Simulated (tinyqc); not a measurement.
# Threshold of a short bulk MOSFET: charge sharing, barrier lowering, narrow width: two studies

n-channel device on a p-type body, depletion approximation, full ionisation. Uniform doping N = Na. Vbi from Boltzmann statistics is rough for the degenerate source. Cox = eps0 eox/tox.

Parameters, values chosen for the exercise; band and dielectric values close to those of silicon:

| symbol | value | unit | meaning |
|---|---|---|---|
| T | 300 | K | temperature |
| Eg | 1.14 | eV | band gap |
| eps_r | 11.8 |  | relative permittivity |
| Nc | 2.8e19 | cm^-3 | conduction-band density of states at T |
| Nv | 2.65e19 | cm^-3 | valence-band density of states at T |
| eox | 3.9 |  | relative permittivity of the gate insulator (close to silicon dioxide) |
| tox | 5.8 | nm | insulator thickness |
| Na | 4.5e17 | cm^-3 | channel doping |
| Nsd | 1e20 | cm^-3 | source and drain doping |
| Vfb | -0.79 | V | flat-band voltage for the doping Na |
| xj | 78 | nm | junction depth |
| Vbs | 0 | V | body-source voltage |
| Vds | 1 | V | drain-source voltage |
| W | 910 | nm | gate width |
| xw | 0.7854 |  | shape factor of the fringing depletion at the width edges |
| L | 190 | nm | channel length |

Constants: q = 1.602176634e-19 C, kB = 1.380649e-23 J/K, Vt = kB T/q, eps0 = 8.8541878128e-14 F/cm where lengths are in cm. Results are converted to the units shown.

Each table varies one quantity; the others keep the values above.

## Threshold roll-off against channel length

ni = sqrt(Nc Nv) exp(-Eg/(2 Vt)), Eg in volts; 2 pB = 2 Vt ln(N/ni); flat band Vfb - Vt ln(N/Na); Wd = sqrt(2 eps0 eps_r (2 pB - Vbs)/(q N)); body term q N Wd/Cox; long-channel VT0 = flat band + 2 pB + body term; Vbi = Vt ln(N Nsd/ni^2); scale length l = sqrt((eps_r/eox) tox Wd). Charge sharing (trapezoid; it ignores Vds): F = (xj/L)(sqrt(1 + 2 Wd/xj) - 1), lowering = body term times F. Barrier lowering: th = exp(-L/(2 l)) + 2 exp(-L/l), lowering = th [2 (Vbi - 2 pB) + Vds], DIBL = th. Narrow width: rise = body term times xw Wd/W. VT by each model = VT0 - lowering + rise. DIBL under 0.001 mV/V is printed as 0.

The same in every row: N (cm^-3) = 4.5000e17; VT0 (V) = 0.76583.

Results:
```
L (nm)     L/l         F  DIBL (mV/V)  VT, charge sharing (V)  VT, barrier lowering (V)
96      3.1823   0.42764       286.67                 0.52539                   0.42718
200     6.6298   0.20527       38.978                 0.66503                   0.74407
290     9.6133   0.14156       8.3090                 0.70504                   0.78330
420     13.923  0.097746      0.94962                 0.73255                   0.79272
600     19.890  0.068422     0.047982                 0.75097                   0.79387
870     28.840  0.047188            0                 0.76430                   0.79393
1300    43.094  0.031579            0                 0.77410                   0.79393
1800    59.669  0.022807            0                 0.77961                   0.79393
```

Estimate the missing row, L = 140 nm.

Computed row:
```
L (nm)     L/l        F  DIBL (mV/V)  VT, charge sharing (V)  VT, barrier lowering (V)
140     4.6409  0.29324       117.53                 0.60979                   0.64357
```

With this row back in the table: VT by barrier lowering rises from 0.427 to 0.794 V and VT by charge sharing rises from 0.525 to 0.780 V. DIBL is under 100 mV/V from L = 200 nm on among the rows (th = 0.1 at L/l = 4.92). For L = 96 DIBL exceeds 250 mV/V, where the barrier formula is rough.

## Effect of the channel doping

Same model as above.

Vfb is held fixed.

Effect of the channel doping:
```
Na (cm^-3)  N (cm^-3)  VT0 (V)     L/l         F  DIBL (mV/V)  VT, charge sharing (V)  VT, barrier lowering (V)
9e16        9.0000e16  0.32259  4.3121   0.39360       142.59                 0.24271                   0.15387
1.5e17      1.5000e17  0.43234  4.8619   0.32744       103.42                 0.34369                   0.32053
2.6e17      2.6000e17  0.57947  5.5340   0.26682       70.751                 0.48132                   0.51419
4.4e17      4.4000e17  0.75726  6.2650   0.21797       47.411                 0.65006                   0.72462
7.4e17      7.4000e17  0.97995  7.0838   0.17742       30.636                 0.86398                   0.97042
1.3e18      1.3000e18   1.2912  8.0942   0.14103       18.084                  1.1660                    1.2988
2.1e18      2.1000e18   1.6311  9.0685   0.11543       10.965                  1.4985                    1.6485
3.6e18      3.6000e18   2.1216  10.306  0.091693       5.8485                  1.9810                    2.1462
```

Read the table: what changes, and by how much?

As Na goes from 9e16 to 3.6e18, VT0 rises from 0.323 to 2.12 V, DIBL falls from 143 to 5.85 mV/V, F falls from 0.394 to 0.0917 and VT by barrier lowering rises from 0.154 to 2.15 V. For Na = 3.6e18 the mean doping exceeds 3e18 cm^-3, where junction tunnelling and confinement, left out, matter.

Program tinyqc, `OMP_NUM_THREADS=1 python tinyqc.py 2002028 2002029 out.jsonl`; Intel Xeon 2.30GHz, shared host, one thread, about 0.01 s.
